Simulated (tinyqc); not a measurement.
Growth of a silicide layer between metal and silicon: linear-parabolic kinetics, ramp anneals and Kissinger analysis. Changing the temperature T. Computed by tinyqc, a small Python program. Command: `OMP_NUM_THREADS=1 python tinyqc.py 3031162 3031163 out.jsonl silicide sweep`. One thread of a shared host (Intel(R) Xeon(R) Processor @ 2.30GHz), about 0.06 s of CPU time with the checks.

One compound layer of thickness x grows by diffusion through itself and reaction at an interface, dx/dt = 1/(2x/K + 1/v), until the metal is used up at x = a h.

Inputs (values chosen for the exercise, modelled on CoSi2):
```
quantity                                 value    unit
metal thickness h                          8.4      nm
silicide formed per metal thickness a     3.52       -
prefactor of the parabolic constant K  1.1e+15  nm^2/s
activation energy E of K                  2.41      eV
prefactor of the interface velocity v  5.4e+14    nm/s
activation energy E_v                     2.65      eV
time t                                      99       s
```

Constants: k_B = 8.617333262e-05 eV/K.

Method:
- The silicide ends at the thickness a h.
- K = K0 exp(-E/(k_B T)), v = v0 exp(-E_v/(k_B T)).
- Temperatures in kelvin are T(C) + 273.15.
- x^2/K + x/v = t, so x = (K/(2v)) [sqrt(1 + 4 v^2 t/K) - 1], capped at a h; completion time t_c = (a h)^2/K + a h/v, a h being the final thickness; crossover thickness K/v.

One run for each value:
```
temperature T (C)  completion time (s)  thickness at time t (nm)  crossover thickness (nm)
545                         1.7113e+03                     2.439                    61.290
565                         7.1712e+02                     5.652                    56.509
585                         3.1338e+02                    11.910                    52.297
605                         1.4240e+02                    22.577                    48.571
625                         6.7095e+01                    29.568                    45.259
645                         3.2705e+01                    29.568                    42.303
665                         1.6455e+01                    29.568                    39.654
685                         8.5277e+00                    29.568                    37.271
705                         4.5440e+00                    29.568                    35.121
```

What does the table show, and why?

Over the rows, completion time (s) falls from 1710 to 4.54; thickness at time t (nm) rises from 2.44 to 29.6, flat over part of the range; crossover thickness (nm) falls from 61.3 to 35.1. The apparent activation energy of 1/t_c is 2.57 eV between the first rows and 2.54 eV between the last, between E and E_v.

Caution (all rows): a disilicide really forms through metal-rich phases and by nucleation, not as one layer from the metal.

Extremes, crossings and ranges named in words are read from the listed rows.
